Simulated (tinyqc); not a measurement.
Specific resistance of a metal-semiconductor contact and its transmission-line measurement: one step, computed by the program tinyqc. Command: `OMP_NUM_THREADS=1 python tinyqc.py 3020742 3020743 out.jsonl contact walk`. One thread of a shared host (Intel(R) Xeon(R) Processor @ 2.30GHz), about 0.01 s of CPU time with the checks.

The barrier is parabolic (depletion approximation), energies E are normal energies counted from the band edge in the neutral semiconductor (downwards for holes), and the bias is zero. xi is an input, held fixed when other inputs move.

Problem. Tunnelling energy and barrier. E_00 = (e hbar/2) sqrt(N/(eps eps_0 m)); band bending E_b = phi_B + xi; depletion width w = sqrt(2 eps eps_0 E_b/(e^2 N)). Image lowering d_phi = (e^3 N E_b/(8 pi^2 (eps eps_0)^3))^(1/4) (E_b in volts), and E_b - d_phi replaces E_b everywhere except in w.

Inputs (values chosen for the exercise, modelled on n-type GaAs):

| quantity | value | unit |
|---|---|---|
| tunnelling mass m | 0.066 | m_0 |
| permittivity eps | 12.9 | - |
| barrier height phi_B | 0.83 | eV |
| doping N | 2e+19 | 1/cm^3 |
| Fermi level above the band edge in the bulk, xi | 0.34 | eV |
| temperature T | 200 | K |

Image-force lowering: included.

Constants: hbar = 1.054571817e-34 J s; eps_0 = 8.8541878128e-12 F/m; m_0 = 9.1093837015e-31 kg; k_B = 8.617333262e-05 eV/K; e = 1.602176634e-19 C.

Give: E_00; E_00/k_B T; depletion width; barrier used, above the bulk band edge.

Solution.

E_00 = 89.99 meV

E_00/k_B T = 5.221

depletion width = 9.133 nm

barrier used, above the bulk band edge = 1.001 eV

By the usual rule this is field emission (E_00 > 5 k_B T).
